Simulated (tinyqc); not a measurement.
Worked calculation: CIS on RHF in the sto-3g basis, for H3-, spin multiplicity 1. The basis has no diffuse functions, so it cannot describe the extra electron: this is an exercise in the method, not the real anion. One step of it, computed by the program tinyqc.

Problem. Iteration 1: diagonalisation and new density. Diagonalise F' = X^T F X, C = X C', fill 2 alpha and 2 beta electrons from the bottom; D = 2 C_occ C_occ^T. Each column has its largest component positive (the first on a tie).

Fock matrix F (hartree), order 1H 1s, 2H 1s, 3H 1s:
```
[[0.157301, -0.201599, -0.201599],
 [-0.201599, 0.173744, -0.083591],
 [-0.201599, -0.083591, 0.173744]]
```

X, order 1H 1s, 2H 1s, 3H 1s:
```
[[1.133103, -0.224922, -0.224922],
 [-0.224922, 1.064705, 0.034333],
 [-0.224922, 0.034333, 1.064705]]
```

Give: F' = X^T F X; orbital energies; coefficients C; D after iteration 1.

Solution.

F' = X^T F X (hartree):
```
[[0.4166, -0.3338, -0.3338],
 [-0.3338, 0.2987, 0.0255],
 [-0.3338, 0.0255, 0.2987]]
```

orbital energies (hartree): [-0.1040, 0.2732, 0.8447]

coefficients C, order 1H 1s, 2H 1s, 3H 1s:
```
[[0.5256, 0.0000, 1.0530],
 [0.4246, 0.7286, -0.6887],
 [0.4246, -0.7286, -0.6887]]
```

D after iteration 1, order 1H 1s, 2H 1s, 3H 1s:
```
[[0.5524, 0.4463, 0.4463],
 [0.4463, 1.4222, -0.7011],
 [0.4463, -0.7011, 1.4222]]
```
